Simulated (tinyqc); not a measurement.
Inside a calculation: sp3s* tight binding with spin-orbit coupling. Values are carried at full precision from step to step, so a last printed digit may differ when a step is redone from the rounded ones.

sp3s* tight binding, nearest neighbours only: anion (a) at 0, cation (c) at a/4 (1,1,1), orbitals s, px, py, pz, s* on each; k in units of 2 pi/a. With phases e_j = exp(i (pi/2) k.n_j) for n = (1,1,1), (1,-1,-1), (-1,1,-1), (-1,-1,1): g0 = (e1+e2+e3+e4)/4, g1 = (e1+e2-e3-e4)/4, g2 = (e1-e2+e3-e4)/4, g3 = (e1-e2-e3+e4)/4. The diagonal holds the levels Esa, Epa, Exa (s*) and Esc, Epc, Exc. Anion-cation block: <sa|sc> = Vss g0; <sa|xc> = Vsapc g1; <xa|sc> = -Vscpa g1; <xa|xc> = Vxx g0; <xa|yc> = <ya|xc> = Vxy g3, <xa|zc> = <za|xc> = Vxy g2, <ya|zc> = <za|yc> = Vxy g1; <s*a|xc> = Vxapc g1; <xa|s*c> = -Vpaxc g1; y and z take g2 and g3 in place of g1; s-s* and s*-s* vanish.

Constants: hbar^2/2m0 = 3.80998211 eV angstrom^2.

Parameters, chosen for this exercise (near a published set for InAs, fitted to gaps, whose masses and valley positions are rough; spin-orbit coupling, where it is added without a refit, lifts the valence top and shrinks all gaps by about a third of the splitting; shifted at random, so the results belong to these values and not to a real crystal):
- k = (0.23, 0.23, 0) 2 pi/a (wave vector)
- Esa = -9.571 eV (s level of the anion)
- Epa = 0.913 eV (p level of the anion)
- Esc = -2.758 eV (s level of the cation)
- Epc = 3.686 eV (p level of the cation)
- Exa = 7.341 eV (s* level of the anion)
- Exc = 6.813 eV (s* level of the cation)
- Vss = -5.634 eV (s-s)
- Vxx = 1.814 eV (px-px)
- Vxy = 4.476 eV (px-py)
- Vsapc = 3.049 eV (s anion, p cation)
- Vscpa = 5.393 eV (s cation, p anion)
- Vxapc = 3.368 eV (s* anion, p cation)
- Vpaxc = 3.904 eV (p anion, s* cation)
- Da = 0.44 eV (atomic spin-orbit splitting, anion)
- Dc = 0.374 eV (the same, cation)
- a = 6.056 angstrom (lattice constant)

## Phase sums

Form g0 to g3 at this k.

g0, g1, g2, g3: 0.87506  0.33066i  0.33066i  -0.12494

## The Hamiltonian without spin-orbit coupling

Fill in the 10 x 10 matrix.

H(k) (eV), lower triangle (Hermitian):
```
,sa,xa,ya,za,s*a,sc,xc,yc,zc,s*c
sa,-9.5710
xa,0,0.9130
ya,0,0,0.9130
za,0,0,0,0.9130
s*a,0,0,0,0,7.3410
sc,-4.9301,1.7832i,1.7832i,0.6738,0,-2.7580
xc,-1.0082i,1.5874,-0.5593,-1.4800i,-1.1136i,0,3.6860
yc,-1.0082i,-0.5593,1.5874,-1.4800i,-1.1136i,0,0,3.6860
zc,-0.3810,-1.4800i,-1.4800i,1.5874,-0.4208,0,0,0,3.6860
s*c,0,1.2909i,1.2909i,0.4878,0,0,0,0,0,6.8130
```

## Levels at this k

Diagonalise H, which belongs to k = (0.23, 0.23, 0) (2 pi/a). Four bands are filled (two electrons each); give the make-up of band 5, the lowest empty one.

levels (eV): -12.3542  -2.7512  -0.7692  -0.2559  1.7465  4.2040  4.8549  5.3324  7.4678  8.1469

weights of band 5: s 0.529, p 0.426, s* 0.046

weight of band 5 on atom a = 0.371

The vertical gap at this k is 2.0025 eV; band 5 is mostly s-like.

## Levels at Gamma

Spin-orbit coupling acts within the p shell of each atom as (D/3) L.sigma, D = Da or Dc: it puts four states at Ep + D/3 and two at Ep - 2D/3.

At k = 0 only g0 = 1 is left and H falls into 2 x 2 blocks [[E_a, V], [V, E_c]] with roots (E_a + E_c)/2 -/+ sqrt(((E_a - E_c)/2)^2 + V^2); the s* levels stay uncoupled. The direct gap runs from the highest lower root of the p blocks to the lowest upper root.

Blocks at Gamma (eV):
```
block,E_a,E_c,V,lower root,upper root
s (Gamma6),-9.5710,-2.7580,-5.6340,-12.7483,0.4193
p 3/2 (Gamma8),1.0597,3.8107,1.8140,0.1586,4.7117
p 1/2 (Gamma7),0.6197,3.4367,1.8140,-0.2685,4.3248
```

direct gap at Gamma = 0.2606 eV

The lowest empty level at Gamma is s-like. The split-off band lies 0.4271 eV below the top, between Dc = 0.374 and Da = 0.44 eV, weighted by where the valence p state sits.

## Bands near the gap

Diagonalise at L = (1/2,1/2,1/2), X = (1,0,0), W = (1,1/2,0), K = (3/4,3/4,0) and at the fractions named between them; energies from the top of the valence band at Gamma; the matrix is 20 x 20 and 8 levels are filled.

Levels (eV):
```
k,level 3,level 5,level 7,level 8,level 9,level 10,level 11
L,-6.463,-1.439,-1.156,-1.156,1.167,1.167,3.962
L-G 0.5,-4.044,-0.919,-0.636,-0.636,1.437,1.437,4.160
G,-0.427,0.000,0.000,0.000,0.261,0.261,4.166
G-X 0.2,-1.641,-0.581,-0.349,-0.349,1.374,1.374,4.010
G-X 0.4,-3.417,-1.265,-1.088,-1.088,2.100,2.100,3.352
G-X 0.6,-5.125,-1.950,-1.816,-1.816,2.326,2.326,2.771
G-X 0.7,-5.886,-2.223,-2.104,-2.104,2.291,2.291,2.603
G-X 0.8,-6.536,-2.428,-2.319,-2.319,2.196,2.196,2.527
G-X 0.9,-7.002,-2.555,-2.453,-2.453,2.116,2.116,2.495
X,-7.179,-2.598,-2.497,-2.497,2.086,2.086,2.485
W,-7.234,-2.695,-2.502,-2.452,2.003,2.170,2.434
K,-7.132,-2.809,-2.175,-2.158,1.904,1.982,2.663
K-G 0.5,-4.745,-1.814,-0.829,-0.820,1.773,1.783,3.606
```

On these points the lowest empty level is lowest at G, 0.261 eV above the top.

## Valleys and masses

The lowest conduction level (mean of the pair) at Gamma, at its minimum on (x,0,0) for x from 0.5 to 1, and at the point L (L, and X where the search ends there, need not be minima in this model; a zero or negative inverse mass shows it). Inverse masses m0/m = (E(+h) + E(-h) - 2 E)/(2 c q^2) with c = hbar^2/2m0, q = h 2 pi/a, h = 0.002; longitudinal along the valley axis ([100] at Gamma and Delta, [111] at L), transverse along [010] or [1-10]. A dash: the next level lies within 0.15 eV, so a single mass has no use there.

Valleys:
```
valley,x (2 pi/a),E - Ev (eV),m0/m_l,m0/m_t
Gamma,0.0000,0.2606,41.85,41.85
Delta,1.0000,2.0864,0.72,0.00
L,0.5000,1.1673,0.56,2.37
```

Of these three the lowest is Gamma, which makes the gap direct, 0.2606 eV. At Delta m0/m_t is 0.00. This nearest-neighbour model is fitted to gaps: it places the Delta minimum and the masses at Delta and L only roughly (transverse masses can be several times too heavy), and since its bands are flat from X to W the transverse mass grows too heavy towards X; d orbitals or second neighbours cure this.

## Checks

- Direct gap at Gamma from the blocks against the full matrix: both 0.260648.

Program tinyqc; command `OMP_NUM_THREADS=1 python tinyqc.py 1480729 1480730 out.jsonl`; about 0.1 s on one thread of a shared Intel(R) Xeon(R) Processor @ 2.30GHz.
